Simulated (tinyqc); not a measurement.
From results back to parameters: carrier statistics of a doped semiconductor with parabolic bands. Two cases, with inputs chosen for the exercise.

Problem. ni^2 = C^2 (T/300 K)^3 exp(-Eg(T)/kB T) with Eg(T) = Eg0 - al T^2/(T + be). Two intrinsic densities were computed from hidden Eg0 and C = sqrt(Nc Nv) at 300 K.

Constants: kB = 8.617333262e-05 eV/K.

Find: Eg0; C.

Method. y(T) = 2 ln ni - 3 ln(T/300) - al T/((T + be) kB) equals 2 ln C - Eg0/(kB T), a straight line in 1/T; two points give slope and intercept.

Case 1.

Values chosen (near those of GaAs; shifted at random, so the results belong to these values and not to a real crystal): al = 0.00054 eV/K (Varshni alpha); be = 206 K (Varshni beta); T1 = 290 K; T2 = 430 K.

ni(T1) = 804913 1/cm^3
ni(T2) = 3.76375e+10 1/cm^3

Solution.

Eg0 = 1.516 eV
C = 2.02e+18 1/cm^3

Case 2.

Values chosen (near those of SiC; shifted at random, so the results belong to these values and not to a real crystal): al = 0.000665 eV/K (Varshni alpha); be = 1233 K (Varshni beta); T1 = 300 K; T2 = 510 K.

ni(T1) = 2.88492e-08 1/cm^3
ni(T2) = 15544.6 1/cm^3

Solution.

Eg0 = 3.245 eV
C = 2.45e+19 1/cm^3

Computed by tinyqc, one run a case: `OMP_NUM_THREADS=1 python tinyqc.py N N+1 out.jsonl` with N = 1652514, 1652517; one thread of a shared Intel(R) Xeon(R) Processor @ 2.30GHz, about 0.01 s a run at most.
